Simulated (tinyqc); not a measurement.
From a target to a composition: model-solid line-up of a strained alloy layer on a substrate.

Problem. A layer of the alloy is strained to the substrate, and its gap (Ec minus the top valence edge) is given. Find x between 0.02 and 0.43, where the gap is monotonic.

All values of the alloy are linear in x but the gap, Eg(x) = (1 - x) Eg_A + x Eg_B - C x (1 - x), and the valence edge, Ev(x) = (1 - x) Ev_A + x Ev_B + fv C x (1 - x); Ec = Ev + Eg. Ev is the top of the unstrained valence band on a scale common to all materials. In the layer only the Gamma valley of the conduction band is followed, also where an X or L valley would lie lower.

Coherent growth on a (001) face: e_par = (a_s - a)/a, e_perp = -2 (C12/C11) e_par; exx = eyy = e_par, ezz = e_perp, no shear.

Strained edges: Ec + ac tr(e); the valence edges are Ev plus the levels of the 6 x 6 matrix of X, Y, Z times spin with -Dso/3 + l exx + m (eyy + ezz) on the diagonal (cyclic), n exy off it, l = av + 2 b, m = av - b, n = sqrt(3) d. Spin-orbit term (Dso/3) L.sigma on X, Y, Z with (L_k)_ij = -i epsilon_kij: <X+|H|Y+> = -i Dso/3, <X+|H|Z-> = Dso/3, <Y+|H|Z-> = -i Dso/3, <Z+|H|X-> = -Dso/3, <Z+|H|Y-> = i Dso/3, <X-|H|Y-> = i Dso/3, and their conjugates; + and - are the spin along z.

Parameters, chosen for this exercise (A near InAs, B near AlAs, substrate near InAs; shifted at random, so the results belong to these values and not to a real crystal):
- a = (6.061, 5.656) angstrom (lattice constant of A, B)
- Eg = (0.418, 3.132) eV (gap at Gamma to the s-like level of A, B)
- Dso = (0.386, 0.281) eV (spin-orbit splitting of A, B)
- Ev = (-0.59, -1.31) eV (top of the unstrained valence band of A, B)
- ac = (-5.11, -5.64) eV (conduction deformation potential of A, B)
- av = (0.99, 2.44) eV (valence hydrostatic potential of A, B)
- b = (-1.77, -2.27) eV (tetragonal shear potential of A, B)
- d = (-3.57, -3.37) eV (trigonal shear potential of A, B)
- C11 = (84, 125) GPa (of A, B)
- C12 = (45.4, 52.9) GPa (of A, B)
- C44 = (39.1, 53.8) GPa (of A, B)
- C = 0.612 eV (bowing of the gap)
- fv = 0.3 (share of the bowing taken by the valence edge)
- a_s = 6.061 angstrom (substrate)
- face = 001 (growth face)

strained gap = 0.860585 eV

Find: x; e_par; gap of the relaxed alloy.

Solution. Bisect on x; the strained gap is 0.4476 eV at x = 0.02 and 1.0536 eV at x = 0.43.

x = 0.300
e_par = 2.046 %
gap of the relaxed alloy = 1.104 eV

Run: tinyqc, `OMP_NUM_THREADS=1 python tinyqc.py 1080403 1080404 out.jsonl`; Intel(R) Xeon(R) Processor @ 2.30GHz, one thread, shared host; about 0.01 s of CPU time with all checks.
